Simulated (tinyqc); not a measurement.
Composition of the buffer: band edges of strained Si(1-x)Ge(x) on relaxed Si(1-y)Ge(y).

Values are linear in the Ge fraction but for ED(x) = linear - CD x (1 - x) and a(x) = linear - Ca x (1 - x). Energies are on the common scale of Ev.

Coherent growth on a (001) face: e_par = (a(y) - a(x))/a(x), e_perp = -2 (C12/C11) e_par; exx = eyy = e_par, ezz = e_perp, no shear.

A valley with unit axis u lies at Ev + gap + (av + a_valley) tr(e) + Xu (u.e.u - tr(e)/3); the Delta axes are x, y, z and the L axes [111], [1-1-1], [-11-1], [-1-11]. The second-order shift of the Delta valleys under shear is left out; it lowers the pair normal to the sheared plane by tens of meV at a shear of 1 %.

Valence edges: Ev plus the levels of the 6 x 6 matrix of X, Y, Z times spin with -Dso/3 + l exx + m (eyy + ezz) on the diagonal (cyclic), n exy off it, l = av + 2 b, m = av - b, n = sqrt(3) d. Spin-orbit term (Dso/3) L.sigma on X, Y, Z with (L_k)_ij = -i epsilon_kij: <X+|H|Y+> = -i Dso/3, <X+|H|Z-> = Dso/3, <Y+|H|Z-> = -i Dso/3, <Z+|H|X-> = -Dso/3, <Z+|H|Y-> = i Dso/3, <X-|H|Y-> = i Dso/3, and their conjugates; + and - are the spin along z.

Values chosen for the exercise (end members near Si and Ge, in this order; shifted at random, so the results belong to these values and not to a real crystal):
```
symbol  value           unit      meaning
a       (5.428, 5.655)  angstrom  lattice constant
Dso     (0.044, 0.294)  eV        spin-orbit splitting
av      (2.48, 1.24)    eV        valence hydrostatic potential
b       (-2.1, -2.54)   eV        tetragonal shear potential
d       (-4.77, -5.25)  eV        trigonal shear potential
C11     (167, 127.4)    GPa
C12     (63.1, 48.1)    GPa
C44     (79.4, 66.3)    GPa
Ev      (0, 0.72)       eV        top of the unstrained valence band
ED      (1.173, 0.936)  eV        gap to the Delta valleys
EL      (2.018, 0.731)  eV        gap to the L valleys
aD      (1.83, 1.37)    eV        hydrostatic potential of the Delta gap
aL      (-2.91, -2.94)  eV        hydrostatic potential of the L gap
XuD     (9.45, 9.48)    eV        uniaxial potential, Delta
XuL     (16.19, 14.63)  eV        uniaxial potential, L
CD      0.213           eV        bowing of the Delta gap
Ca      0.028           angstrom  bowing of the lattice constant
face    001                       growth face
x       0.11                      Ge fraction of the layer
```

The layer is kept. dEc = Ec(buffer) - Ec(layer), dEv = Ev(layer) - Ev(buffer); buffer edges Ev(y) and Ev(y) + min(ED, EL). The digit behind Delta or L counts whole valleys.

Results:
```
y     e_par (%)  lowest valleys  gap (eV)  next valleys above (meV)  valence splitting (meV)  dEc (eV)  dEv (eV)
0.00      -0.41          Delta4     1.079                        68                       23     0.011     0.083
0.09      -0.08          Delta4     1.117                        12                        5     0.002     0.015
0.19       0.30          Delta2     1.085                        51                       26     0.045    -0.034
0.28       0.65          Delta2     1.032                       109                       61     0.099    -0.067
0.38       1.05          Delta2     0.970                       175                      103     0.164    -0.100
0.47       1.42          Delta2     0.911                       236                      143     0.226    -0.128
0.57       1.84          Delta2     0.843                       305                      189     0.300    -0.158
0.66       2.23          Delta2     0.781                       369                      232     0.371    -0.183
```

How do the results move, and what explains it?

The gap is 1.079 eV in the first row and 0.781 eV in the last, with its largest listed value, 1.117 eV, at y = 0.09: it peaks near the match y = x, since strain of either sign narrows it. The lowest valleys change: Delta4 to Delta2 between y = 0.09 and 0.19. Per 0.1 of y the valence offset moves by -40 meV on average; the conduction offset lies between +2 and +371 meV, not monotonically. Both carriers sit on one side for y = 0.00 and 0.09, and on opposite sides elsewhere. Offsets below about 30 meV are within the spread of parameter sets, so those rows do not settle the type. Strains above 2 % can be kept only in layers of a few nanometres.

Program tinyqc; command `OMP_NUM_THREADS=1 python tinyqc.py 1050757 1050758 out.jsonl`; about 0.01 s on one thread of a shared Intel(R) Xeon(R) Processor @ 2.30GHz.
